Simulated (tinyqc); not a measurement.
Worked calculation: surface photovoltage measurement of the minority-carrier diffusion length in a wafer. Computed by tinyqc, a small Python program that keeps every step. Command: `OMP_NUM_THREADS=1 python tinyqc.py 3130349 3130350 out.jsonl spv walk`. One thread of a shared host (Intel(R) Xeon(R) Processor @ 2.30GHz), about 0.01 s of CPU time with the checks. Intermediate numbers are printed to about 6 digits and carried at full precision; extremes and crossings named in words are read from the listed rows.

Low injection, steady light, a depletion layer much thinner than 1/alpha and L. The excess density dn is taken at the front edge of the neutral region; light that reaches the back is lost.

Inputs (values chosen for the exercise, modelled on p-type silicon at room temperature):
```
quantity                                              value               unit
diffusion length L                                      130         micrometre
wafer thickness W                                       625         micrometre
diffusivity D                                          31.9             cm^2/s
front recombination velocity S_f                      83000               cm/s
back recombination velocity S_b                         140               cm/s
photon flux entering                                7.7e+13         1/(cm^2 s)
minority density at the surface barrier scale n_0   8.8e+09             1/cm^3
temperature T                                           298                  K
wavelength                                              987                 nm
relative noise of each reading                            0                  %
diffusion length after pair splitting over L           0.82                  -
iron factor C                                      1.09e+16  micrometre^2/cm^3
```

Constants: k_B = 8.617333262e-05 eV/K.

## One wavelength

alpha = (84.732/lambda - 76.417)^2 per cm with lambda in micrometre (an empirical fit for silicon between 0.7 and 1.05 micrometre). Thick wafer: dn = Phi L/((S_f + D/L)(L + 1/alpha)). Finite wafer, with s = S_b L/D, w = W/L, a = alpha L: dn = [Phi a/(a^2 - 1)] [a - B - exp(-alpha W)(a - s)/(cosh w + s sinh w)]/(S_f + B D/L), B = (sinh w + s cosh w)/(cosh w + s sinh w). Photovoltage V = (k_B T/e) ln(1 + dn/n_0). Lifetime = L^2/D.

alpha = 88.9442 1/cm

penetration depth 1/alpha = 112.430 micrometre

dn, thick wafer = 4.83188e+08 1/cm^3

B = 0.999881

dn, finite wafer = 4.83355e+08 1/cm^3

photovoltage V = 1.37312 mV

lifetime = 5.29781 microsecond

## The linear plot

normal deviates g for the noise: -0.51  0.89  -0.18  -0.13  0.32  -0.64  0.16

Readings y = (Phi/dn) (1 + noise x g) at 780, 830, 880, 920, 950, 975 and 995 nm; a least-squares line y = c (1/alpha + L_app) gives L_app = intercept/slope.

Readings:
```
lambda (nm)  1/alpha (micrometre)  y (cm/s)  line (cm/s)
780                         9.636     91787        91795
830                        15.176     95428        95433
880                        25.330    102101       102101
920                        40.658    112173       112168
950                        61.278    125721       125710
975                        90.917    145184       145175
995                       130.888    171413       171425
```

slope = 656.736 cm/(s micrometre)

apparent length L_app = 130.138 micrometre

error of L_app (rounded to 0.001) = 0.106 %

Without noise the error would be +0.1 %, from the finite thickness at W/L = 4.8. S_f scales all readings alike and leaves L_app unchanged.

## Where the wafer is too thin

No noise; L is varied at fixed W, and the last two columns set S_b to 0 and to 1e7 cm/s.

Apparent length (micrometre):
```
L           W/L  given S_b  S_b = 0  S_b = 1e7
31.2    20.0321      31.20    31.20     31.200
62.5    10.0000      62.50    62.50     62.500
125.0    5.0000     125.10   125.11    124.854
188.0    3.3245     189.69   190.02    185.706
312.0    2.0032     331.36   338.14    285.537
500.0    1.2500     587.34   647.19    376.131
812.0    0.7697    1032.62  1396.39    438.236
1310.0   0.4771    1569.54  3034.83    468.946
2500.0   0.2500    2109.24  7352.90    484.663
```

With a fast back surface L_app levels off, at 485 micrometre in the last row; with a passive one it reaches up to 2.94 times L among these rows and is 7350 in the last. All three columns are within 5 % of L down to W/L = 3.3.

## Iron from two lengths

Splitting iron-boron pairs in boron-doped silicon shortens L; with nothing else changing, [Fe] = C (1/L_after^2 - 1/L^2). It is evaluated with the true lengths and with the apparent ones (without noise), which differ when the wafer is not thick against L.

L_after = 106.6 micrometre

[Fe] from the true lengths = 3.14236e+11 1/cm^3

[Fe] from the apparent lengths = 3.15133e+11 1/cm^3

bias, apparent over true less 1 (rounded to 0.001) = 0.286 %

Checks made by the program: dn against a finite-difference solution (relative difference 6e-07).
